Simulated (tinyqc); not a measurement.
# Which input was changed?

Model: scattering rates of a carrier in a spherical band by Fermi's golden rule. Computed by tinyqc, a small Python program. Command: `OMP_NUM_THREADS=1 python tinyqc.py 3031467 3031468 out.jsonl scatter which`. One thread of a shared host (Intel(R) Xeon(R) Processor @ 2.30GHz), about 0.04 s of CPU time with the checks.

All processes here are isotropic or elastic, and the rate listed is the momentum relaxation rate.

Inputs (values chosen for the exercise, modelled on electrons in silicon):

| quantity | value | unit |
|---|---|---|
| density-of-states mass of one valley m | 0.315 | m_0 |
| non-parabolicity alpha | 0.47 | 1/eV |
| static permittivity eps_s | 11.7 | - |
| density rho | 2329 | kg/m^3 |
| sound velocity v_l | 9140 | m/s |
| acoustic deformation potential D_A | 9.2 | eV |
| phonon energy hbar w | 60.9 | meV |
| optical or intervalley deformation potential D_o | 4.8 | 1e8 eV/cm |
| final valleys Z_f | 5 | - |
| ionised impurity density N_I | 8e+17 | 1/cm^3 |
| temperature T | 400 | K |
| carrier energy E | 220 | meV |

Crystal: non-polar. Band: Kane. Impurity formula: Conwell-Weisskopf. Further scattering: none.

Constants: k_B = 1.380649e-23 J/K; e = 1.602176634e-19 C; hbar = 1.054571817e-34 J s; m_0 = 9.1093837015e-31 kg; hbar = 6.582119569e-16 eV s; k_B = 8.617333262e-05 eV/K; eps_0 = 8.8541878128e-12 F/m.

Method:
- Kane band: hbar^2 k^2/(2 m) = E (1 + alpha E), speed v = hbar k/(m (1 + 2 alpha E)), states per spin, volume and energy g(E) = m k (1 + 2 alpha E)/(2 pi^2 hbar^2); overlap factors are set to 1. Masses are multiplied by m_0 and all formulas are in SI units.
- Acoustic deformation potential (elastic, equipartition, absorption and emission together): 1/tau = 2 pi k_B T D_A^2 g(E)/(hbar rho v_l^2).
- Phonon occupation N_q = 1/(exp(hbar w/(k_B T)) - 1).
- Optical or intervalley deformation potential: 1/tau = (pi Z_f D_o^2/(rho w)) [N_q g(E + hbar w) + (N_q + 1) g(E - hbar w)], with g = 0 below the band edge.
- Singly charged impurities, momentum relaxation: 1/tau = N_I e^4 m (1 + 2 alpha E) Phi/(8 pi (eps_s eps_0)^2 hbar^3 k^3), with alpha = 0 for a parabolic band.
- Conwell-Weisskopf: Phi = ln(1 + y^2), y = 4 pi eps_s eps_0 E N_I^(-1/3)/e^2 (largest impact parameter N_I^(-1/3)/2).
- Rates add: 1/tau_m is the sum, and the mean free path is v tau_m.

Problem. One of these inputs alone was changed, within the range given: density-of-states mass of one valley m (0.1575 to 0.63); optical or intervalley deformation potential D_o (2.4 to 9.6); ionised impurity density N_I (4e+17 to 1.6e+18); carrier energy E (110 to 440). Which one, and to what value?

Results:

| run | acoustic rate (1/s) | momentum relaxation time tau_m (fs) | mean free path (nm) |
|---|---|---|---|
| before | 8.211188e+12 | 47.43178 | 20.46362 |
| after | 9.524093e+12 | 41.07118 | 19.06924 |

Solution.

Each candidate set to reproduce acoustic rate, and what it then gives:

| candidate | range searched | value needed | momentum relaxation time tau_m (fs) | mean free path (nm) |
|---|---|---|---|---|
| density-of-states mass of one valley m (m_0) | 0.1575 to 0.63 | 0.3477 | 41.316 | 16.965 |
| optical or intervalley deformation potential D_o (1e8 eV/cm) | 2.4 to 9.6 | no effect | - | - |
| ionised impurity density N_I (1/cm^3) | 4e+17 to 1.6e+18 | no effect | - | - |
| carrier energy E (meV) | 110 to 440 | 269.0 | 41.071 | 19.069 |

Only carrier energy E fits every result: it went from 220 to 269 meV. The next best candidate, density-of-states mass of one valley m, misses one result by 11 %.
